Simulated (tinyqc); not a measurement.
# Trap density from one capacitance

Problem. Traps spread evenly through the insulator exchange electrons with the semiconductor by tunnelling, with tau(x) = t0 exp(2 ka x) at depth x from the interface. The admittance per area Y seen at depth x obeys dY/dx = -Y^2/(i w eps0 eox) + q Nb ln(1 + i w tau)/tau, with Y(0) = i w Cs and w = 2 pi f; the gate sees Y(tox) = G + i w C. Working variable y = Y/(i w), in uF/cm^2. Cox = eps0 eox/tox. Find Nb and G/w.

Parameters, values chosen for the exercise:
- eox = 4.05 (relative permittivity of the insulator)
- tox = 6.7 nm (insulator thickness)
- Cs = 0.51 uF/cm^2 (semiconductor capacitance in accumulation)
- ka = 4 1/nm (decay constant of the wave function in the insulator)
- t0 = 5e-9 s (time constant of a trap at the interface)
- f = 1000 Hz (frequency)

Constants: q = 1.602176634e-19 C, eps0 = 8.8541878128e-14 F/cm where lengths are in cm. Results are converted to the units shown.

C = 0.44591739 uF/cm^2

Solution. C rises steadily with Nb, so one density matches; in practice ka and t0 must come from the frequency dependence.

Nb = 5.00e19 cm^-3 eV^-1
G/w = 0.0190 uF/cm^2

Numbers from tinyqc (`OMP_NUM_THREADS=1 python tinyqc.py 2202176 2202177 out.jsonl`; about 0.5 s on one thread of a shared Intel Xeon 2.30GHz).
